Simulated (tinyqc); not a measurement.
What moves the results: Wannier-Stark ladder of a miniband. A value that a table varies takes the place of the one given here.

One state in each well j = -(Nw - 1)/2 ... (Nw - 1)/2: H_jj = j e F d, H_(j,j+1) = -W/4; 1 kV/cm = 0.01 meV/angstrom. In an infinite chain the levels are j e F d and the state of well 0 has amplitude J_j(x) in size on well j, x = W/(2 e F d).

Constants: hbar = 6.58211957e-16 eV s.

Inputs chosen for the exercise (near those of a GaAs/AlGaAs superlattice; shifted at random, so the results belong to these values and not to a real crystal): W = 50 meV (miniband width); d = 55 angstrom (period); Nw = 9 (wells); Fs = (10, 14, 19, 27, 42, 71, 150) kV/cm (fields); G = 3 meV (hbar/tau); F = 28 kV/cm (field).

## Raising the field

Infinite-chain weights beside the middle spacing of the finite stack.

Results:

| F (kV/cm) | e F d (meV) | x | J_0^2 | J_1^2 | J_2^2 | middle spacing/(e F d) |
|---|---|---|---|---|---|---|
| 10 | 5.50 | 4.545 | 0.096 | 0.059 | 0.041 | 1.3106 |
| 14 | 7.70 | 3.247 | 0.110 | 0.059 | 0.232 | 1.0734 |
| 19 | 10.45 | 2.392 | 0.000 | 0.272 | 0.185 | 1.0128 |
| 27 | 14.85 | 1.684 | 0.166 | 0.333 | 0.077 | 1.0012 |
| 42 | 23.10 | 1.082 | 0.530 | 0.217 | 0.018 | 1.0000 |
| 71 | 39.05 | 0.640 | 0.810 | 0.092 | 0.002 | 1.0000 |
| 1.5e+02 | 82.50 | 0.303 | 0.955 | 0.022 | 0.000 | 1.0000 |

J_0 vanishes at x = 2.405, F = 18.9 kV/cm, where the line at j = 0 disappears; J_0^2 overtakes J_1^2 for good at x = 1.435, F = 31.7 kV/cm, and reaches 0.95 in the last row. The 9 wells reproduce the middle spacing of the even ladder to 1 % from 27 kV/cm on, where the swing W/(e F d) = 2x is 3.4 periods. The lines are seen apart only where e F d exceeds their width, usually a few meV.

## Drift velocity with scattering

Esaki-Tsu: v = v0 y/(1 + y^2), y = e F d/G, v0 = W d/(2 hbar), at zero temperature; 1 angstrom/s = 1e-8 cm/s, 1 kV/cm = 0.01 meV/angstrom. The last column is dv/dF in cm^2/(V s).

Results:

| y | F (kV/cm) | v (1e6 cm/s) | dv/dF |
|---|---|---|---|
| 0.1 | 0.55 | 2.07 | 3717 |
| 0.3 | 1.64 | 5.75 | 2933 |
| 0.6 | 3.27 | 9.22 | 1325 |
| 1.0 | 5.45 | 10.44 | 0 |
| 1.5 | 8.18 | 9.64 | -453 |
| 2.5 | 13.64 | 7.20 | -383 |
| 4.0 | 21.82 | 4.92 | -199 |

v0 = 20.89 x 1e6 cm/s
field at y = 1 = 5.45 kV/cm

The velocity peaks at v0/2 = 10.44 x 1e6 cm/s at 5.45 kV/cm and then falls: negative differential velocity, steepest at y = sqrt3 with -v0/(8 Fc) = -479 cm^2/(V s). The low-field mobility is v0/Fc = 3830 cm^2/(V s). At the peak the swing is W/G = 16.7 periods, so the semiclassical picture holds.

## What each parameter does

e F d, x, J_0(x)^2 and the lowest level of the finite stack. Each row changes one parameter from the base and keeps the others.

Results:

| case | e F d (meV) | x | J_0^2 | lowest level (meV) |
|---|---|---|---|---|
| base | 15.40 | 1.623 | 0.195 | -69.74 |
| W = 40 meV | 15.40 | 1.299 | 0.385 | -67.15 |
| d = 47 angstrom | 13.16 | 1.900 | 0.080 | -61.67 |
| F = 39.2 kV/cm | 21.56 | 1.160 | 0.478 | -92.59 |
| Nw = 11 | 15.40 | 1.623 | 0.195 | -85.14 |

The largest shifts from the base row, up to three for each result and ties (the steps differ in size, so this ranks the rows, not the parameters). e F d (meV): F +6.16, d -2.24; unchanged at the printed digits by W and Nw. x: F -0.464, W -0.325, d +0.276; unchanged at the printed digits by Nw. J_0^2: F +0.282, W +0.190, d -0.116; unchanged at the printed digits by Nw. lowest level (meV): F -22.85, Nw -15.40, d +8.07.

Computed by tinyqc, a small Python program: `OMP_NUM_THREADS=1 python tinyqc.py 1281465 1281466 out.jsonl` (the numbers bound the seed that draws the inputs); one thread of a shared host (Intel(R) Xeon(R) Processor @ 2.30GHz), about 0.1 s for the whole set of steps.
